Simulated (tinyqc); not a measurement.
What each parameter does: five-level k.p model folded onto the conduction band.

Second-order sums for the lowest conduction level at E: 1/m = 1 + Cm + (Ep/3)(2/E + 1/(E + Dso)) - (Ep2/3)(2/(E7 + D2 - E) + 1/(E7 - E)); g/2 = 1 + Cg - (Ep/3)(1/E - 1/(E + Dso)) - (Ep2/3)(1/(E7 - E) - 1/(E7 + D2 - E)). E is counted from the top of the valence band; E = Eg at the edge.

Parameters, chosen for this exercise (near those of ZnSe; shifted at random, so the results belong to these values and not to a real crystal): Eg = 2.845 eV (gap at Gamma to the s-like level); Dso = 0.404 eV (spin-orbit splitting); Ep = 24 eV (Kane energy); E7 = 7.15 eV (upper Gamma7 conduction level, from the valence top); D2 = 0.1 eV (its spin-orbit splitting, Gamma8 above Gamma7); Ep2 = 2.6 eV (Kane energy to the upper levels); Cm = -2.2 (remote term in 1/m); Cg = 0 (remote term in g/2).

Mass and g at E = Eg.

Results for these values:

| case | m (m0) | g |
|---|---|---|
| base | 0.15895 | 1.2916 |

What happens to each result for E7 = 7.865 eV, all else kept?

Answer: m falls from 0.15895 to 0.15686; g rises from 1.2916 to 1.2939.

The same for each parameter in turn:

| case | m (m0) | g |
|---|---|---|
| base | 0.15895 | 1.2916 |
| Eg = 3.13 eV | 0.18053 | 1.4052 |
| Dso = 0.444 eV | 0.15971 | 1.2317 |
| Ep = 26.4 eV | 0.14084 | 1.2216 |
| E7 = 7.865 eV | 0.15686 | 1.2939 |
| D2 = 0.09 eV | 0.15897 | 1.2924 |
| Ep2 = 2.86 eV | 0.16046 | 1.2906 |

Run: tinyqc, `OMP_NUM_THREADS=1 python tinyqc.py 1081133 1081134 out.jsonl`; Intel(R) Xeon(R) Processor @ 2.30GHz, one thread, shared host; about 0.01 s of CPU time with all checks.
